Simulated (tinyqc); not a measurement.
Metal-interlayer-semiconductor contact, depinning against tunnelling resistance: one step of the calculation.

Zero bias, n-type semiconductor. Gap states at the semiconductor surface thin out as exp(-be ti), which unpins the barrier; electrons must then cross the interlayer (a rectangular barrier, no voltage drop across it) and the parabolic depleted layer, both by WKB. Energies E are counted from the Fermi level; no image force, parabolic bands.

Task. Exponents and integrand on an energy grid. With U = phiB - xi: for xi < E < phiB, y = (E - xi)/U and G1 = (U/E00) [sqrt(1 - y) - y ln((1 + sqrt(1 - y))/sqrt(y))], G1 = 0 above phiB; G2 = 2 ti sqrt(mi max(phiB + dE - E, 0)/C), C = hbar^2/(2 m0); f = 1/(1 + exp(E/Vt)); integrand exp(-G1 - G2) f.

Parameters, values chosen for the exercise; semiconductor values close to those of gallium arsenide; interlayer mass of the order of that in zinc oxide, offset chosen freely:
- T = 400 K (temperature)
- ti = 0.9 nm (interlayer thickness)
- dE = 0.1 eV (conduction-band offset of the interlayer above the semiconductor)
- mi = 0.29 m0 (tunnelling mass in the interlayer)

Constants: q = 1.602176634e-19 C, kB = 1.380649e-23 J/K, hbar = 1.054571817e-34 J s, m0 = 9.1093837015e-31 kg, Vt = kB T/q, hbar^2/(2 m0) = 0.0380998212 eV nm^2. Results are converted to the units shown.

```
point,E (eV)
0,-0.26
1,-0.21667
2,-0.17333
3,-0.13
4,-0.08667
5,-0.04333
6,0
7,0.04333
8,0.08667
9,0.13
10,0.17333
11,0.21667
12,0.26
13,0.30333
14,0.34667
15,0.39
```

phiB = 0.41438309 eV
xi = -0.26357590 eV
E00 = 0.068431524 eV

Wanted: G1; G2; f; integrand.

Result.

```
point,G1,G2,f,integrand (1e-4)
0,9.7078,4.3701,0.99947,0.0077
1,8.1799,4.2460,0.99814,0.0401
2,7.0266,4.1183,0.99349,0.1435
3,6.0434,3.9864,0.97750,0.4308
4,5.1766,3.8501,0.92515,1.1117
5,4.4007,3.7086,0.77852,2.3411
6,3.7012,3.5617,0.50000,3.5055
7,3.0685,3.4084,0.22148,3.4078
8,2.4963,3.2478,0.074854,2.3967
9,1.9806,3.0789,0.022500,1.4285
10,1.5189,2.9002,0.0065058,0.7836
11,1.1099,2.7096,0.0018590,0.4078
12,0.7541,2.5047,5.2956e-4,0.2035
13,0.4533,2.2814,1.5071e-4,0.0978
14,0.2128,2.0337,4.2868e-5,0.0453
15,0.0454,1.7514,1.2196e-5,0.0202
```

Range of the model: The depletion charge would drop about 0.19 V across such an interlayer (eps_r near 8.5) at ti = 0.9 nm and Nd = 1.1e19 cm^-3, against a band bending of 0.68 V; this model leaves that drop out.

Numbers from tinyqc (`OMP_NUM_THREADS=1 python tinyqc.py 2270108 2270109 out.jsonl`; about 0.04 s on one thread of a shared Intel Xeon 2.30GHz).
